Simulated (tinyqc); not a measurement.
# Surface potential of a MOS transistor: implicit equation and explicit approximations: two studies

p-type body, charge-sheet picture, depletion and inversion only, full ionisation (an idealisation for deep acceptors), Boltzmann statistics (rough once Na exp(x - xn) passes about Nc/7). In units of Vt: xg = (Vg - Vfb)/Vt, x = psi/Vt, G = gamma/sqrt(Vt), xn = (2 phiF + Vc)/Vt. The implicit equation is (xg - x)^2 = G^2 [x - 1 + exp(x - xn)] for x above about 3. Cox = eps0 eox/tox.

Parameters, values chosen for the exercise; band and dielectric values close to those of silicon:
- T = 300 K (temperature)
- Eg = 1.14 eV (band gap)
- eps_r = 11.8 (relative permittivity)
- Nc = 2.76e19 cm^-3 (conduction-band density of states at T)
- Nv = 2.65e19 cm^-3 (valence-band density of states at T)
- eox = 3.9 (relative permittivity of the gate insulator (close to silicon dioxide))
- tox = 2 nm (insulator thickness)
- Na = 1.2e17 cm^-3 (acceptor density)
- Vfb = -0.76 V (flat-band voltage)
- Vc = 0 V (channel-body voltage)
- Vg = 0.82 V (gate-body voltage)

Constants: q = 1.602176634e-19 C, kB = 1.380649e-23 J/K, Vt = kB T/q, eps0 = 8.8541878128e-14 F/cm where lengths are in cm. Results are converted to the units shown.

Each table varies one quantity; the others keep the values above.

## Accuracy of the approximations against gate voltage

ni = sqrt(Nc Nv) exp(-Eg/(2 Vt)), Eg in volts; phiF = Vt ln(Na/ni); gamma = sqrt(2 q eps0 eps_r Na)/Cox; VT = Vfb + Vt (xn + G sqrt(xn - 1)). Depletion value a = 1 + [sqrt(G^2/4 + xg - 1) - G/2]^2; inversion value b = xn + ln[(xg - xn)^2/G^2 - xn + 1] and first guess y = min(a, b) - ln(1 + exp(-|a - b|)) if a > xn + 1, else b = y = a; one second-order correction with D = exp(y - xn), p = 2 (xg - y) + G^2 (1 + D), w = (xg - y)^2 - G^2 (y - 1 + D): z = y + 2 w/(p + sqrt(p^2 - 2 (2 - G^2 D) w)), or the Newton step z = y + w/p where the root is not real. N_inv = (Cox Vt G/q) [sqrt(x - 1 + exp(x - xn)) - sqrt(x - 1)] at the root. Lambert form (Cox m Vt/q) W0[(G/(2 m sqrt(xn - 1))) exp((Vg - VT)/(m Vt))], m = 1 + G/(2 sqrt(xn - 1)). Errors under 1e-4 mV, and the linear form below VT, are printed as 0.

Accuracy of the approximations against gate voltage:

| Vg (V) | psi (V) | x - xn | error of y (mV) | error of z (mV) | N_inv (cm^-2) | Cox (Vg - VT)/q (cm^-2) | Lambert form (cm^-2) |
|---|---|---|---|---|---|---|---|
| -0.19 | 0.49084 | -14.275 | 0 | 0 | 14975 | 0 | 9880.2 |
| 0.01 | 0.67637 | -7.0986 | 1.43e-3 | 0 | 1.6565e7 | 0 | 1.4250e7 |
| 0.21 | 0.86207 | 0.084704 | 1.67 | 0 | 1.9087e10 | 4.4184e10 | 1.9261e10 |
| 0.41 | 0.97187 | 4.3318 | 26.7 | 8.70 | 9.1837e11 | 2.1995e12 | 1.0033e12 |
| 0.61 | 1.0101 | 5.8103 | 19.7 | 5.47 | 2.6374e12 | 4.3547e12 | 2.8493e12 |
| 0.81 | 1.0324 | 6.6729 | 15.0 | -1.67 | 4.5384e12 | 6.5100e12 | 4.8471e12 |
| 1.01 | 1.0482 | 7.2834 | 12.3 | -0.750 | 6.5138e12 | 8.6653e12 | 6.8979e12 |
| 1.21 | 1.0604 | 7.7557 | 10.5 | -0.419 | 8.5300e12 | 1.0821e13 | 8.9751e12 |
| 1.41 | 1.0703 | 8.1405 | 9.19 | -0.263 | 1.0572e13 | 1.2976e13 | 1.1068e13 |

What does the comparison show?

psi rises from 0.491 to 1.07 V and ends 8.1 Vt above 2 phiF + Vc. Among the rows the first guess is off by at most 27 mV (at Vg = 0.41 V) and the corrected value by at most 8.7 mV. In the last row the linear form is 23 % above N_inv and the Lambert form 4.7 % above it; in the first row the Lambert form is 34 % below it. For Vg = 0.41, 0.61, 0.81, 1.01, 1.21, 1.41 the electron quasi-Fermi level lies less than 2 Vt below the band edge at the surface, or above it, where degeneracy and confinement, left out, matter.

## Effect of the acceptor density at fixed gate voltage

Same model as above.

Vfb is held fixed.

Effect of the acceptor density at fixed gate voltage:

| Na (cm^-3) | psi (V) | x - xn | error of y (mV) | error of z (mV) | N_inv (cm^-2) | Cox (Vg - VT)/q (cm^-2) | Lambert form (cm^-2) |
|---|---|---|---|---|---|---|---|
| 4e15 | 0.95358 | 10.427 | 18.5 | -7.34 | 6.5305e12 | 9.4701e12 | 7.3231e12 |
| 8.8e15 | 0.97235 | 9.5760 | 17.7 | -4.27 | 6.2187e12 | 8.9328e12 | 6.8942e12 |
| 1.9e16 | 0.99059 | 8.7420 | 16.9 | -3.07 | 5.8628e12 | 8.3593e12 | 6.4268e12 |
| 4.2e16 | 1.0092 | 7.8762 | 16.0 | -2.27 | 5.4171e12 | 7.6917e12 | 5.8698e12 |
| 9.2e16 | 1.0273 | 7.0075 | 15.1 | -1.73 | 4.8599e12 | 6.9162e12 | 5.2073e12 |
| 2e17 | 1.0445 | 6.1191 | 14.5 | -1.39 | 4.1409e12 | 5.9775e12 | 4.3898e12 |
| 4.4e17 | 1.0601 | 5.1452 | 14.3 | -1.30 | 3.1668e12 | 4.7622e12 | 3.3232e12 |
| 9.6e17 | 1.0700 | 3.9690 | 15.8 | -1.87 | 1.8802e12 | 3.1682e12 | 1.9549e12 |

What does the table show?

As Na goes from 4e15 to 9.6e17, psi rises from 0.954 to 1.07 V, x - xn falls from 10.4 to 3.97 and N_inv falls from 6.53e12 to 1.88e12 cm^-2. The Lambert form lies between 1.04 and 1.12 times N_inv. In every row the electron quasi-Fermi level lies less than 2 Vt below the band edge at the surface, or above it, where degeneracy and confinement, left out, matter.

tinyqc, about 0.01 s, one thread, Intel Xeon 2.30GHz (shared host): `OMP_NUM_THREADS=1 python tinyqc.py 2122051 2122052 out.jsonl`
